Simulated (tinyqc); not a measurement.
Worked calculation: two-band k.p model of the X valleys of a zinc-blende crystal. Values are carried at full precision from step to step, so a last printed digit may differ when a step is redone from the rounded ones.

With x = D/D0: for x < 1 the minima lie at k_m = sqrt(ml D0 (1 - x^2)/(4 c)), the hump at X has the height dE = (D0/4)(1 - x)^2 and the mass at the minimum is ml/(1 - x^2); the mass at X is ml/(1 - 1/x), negative for x < 1. For x > 1 the minimum is at X.

Constants: hbar^2/2m0 = 3.80998211 eV angstrom^2; kB = 8.617333262e-05 eV/K.

Inputs chosen for the exercise (of the order of those of GaP; the results hold for these values, not for the real material): D = 0.353 eV (splitting of the two conduction levels at X); D0 = 0.407 eV (coupling energy); ml = 0.912 m0 (mass along the axis from remote bands); k = 0.048 1/angstrom (wave vector from X); kmax = 0.16 1/angstrom (end of the path); mt = 0.246 m0 (transverse mass); T = 77 K (temperature).

## Shape of the lower band

Give x, k_m, dE and both masses.

x = 0.8673
k_m = 0.07768 1/angstrom
dE = 1.791 meV
mass at the minimum = 3.681 m0
mass at X = -5.962 m0

The coupling wins over the splitting, so each X point carries two minima; the hump equals kT at 21 K.

## The matrix at one k

k along the valley axis, counted from X, c = hbar^2/2m0, e = c k^2/ml. H = [[e - D/2, i P k], [-i P k, e + D/2]] with P^2 = D0 c/ml, so E = e -/+ sqrt(D^2/4 + D0 e). For D = 0 (diamond lattice) the bands cross at X.

Give P, the matrix, its levels and the weight of the lower X state in the lower band.

P = 1.3040 eV angstrom

H (eV):
```
          1        2
1   -0.1669  0.0626i
2  -0.0626i   0.1861
```

levels (eV): -0.1776  0.1969

weight = 0.9712

## Dispersion along the axis

Nine points; energies of the lower band from its minimum, against a parabola about the minimum with the mass there.

Results:
```
k (1/angstrom)  lower band (meV)  parabola (meV)  gap to the upper band (eV)
0.0000                      1.79            6.25                      0.3530
0.0200                      1.55            3.44                      0.3568
0.0400                      0.93            1.47                      0.3681
0.0600                      0.27            0.32                      0.3861
0.0800                      0.01            0.01                      0.4100
0.1000                      0.62            0.52                      0.4389
0.1200                      2.58            1.85                      0.4717
0.1400                      6.25            4.02                      0.5078
0.1600                     11.96            7.01                      0.5466
```

At kmax the band lies at 12.0 meV and the parabola at 7.0 meV: far from X the curvature returns to 1/ml, so the band is steeper than the parabola of the minimum.

## Thermal masses

Thermal masses along the axis for one X point, lower band, E from the minimum, on 1601 points from -0.8 to 0.8 1/angstrom: density-of-states mass m_d = c I^2/(pi kT), I = integral of exp(-E/kT) dk; conductivity mass m_c = 2 c kT/<(dE/dk)^2> with central differences.

Give m_d, m_c and Nc = 3 x 2 (kT/(4 pi c))^(3/2) mt sqrt(m_d) for three X points; 1 angstrom^-3 = 1e24 cm^-3.

m_d = 11.267 m0
m_c = 4.266 m0
Nc = 8.083e+18 cm^-3

Two separate parabolic minima would give m_d = 4 x 3.681 = 14.724; kT/dE = 3.70.

## Checks

- Height of the hump by numerical search against the closed form (meV): both 1.791.
- Thermal masses without coupling against ml: both 0.9120.

Run: tinyqc, `OMP_NUM_THREADS=1 python tinyqc.py 1880746 1880747 out.jsonl`; Intel(R) Xeon(R) Processor @ 2.30GHz, one thread, shared host; about 0.01 s of CPU time with all checks.
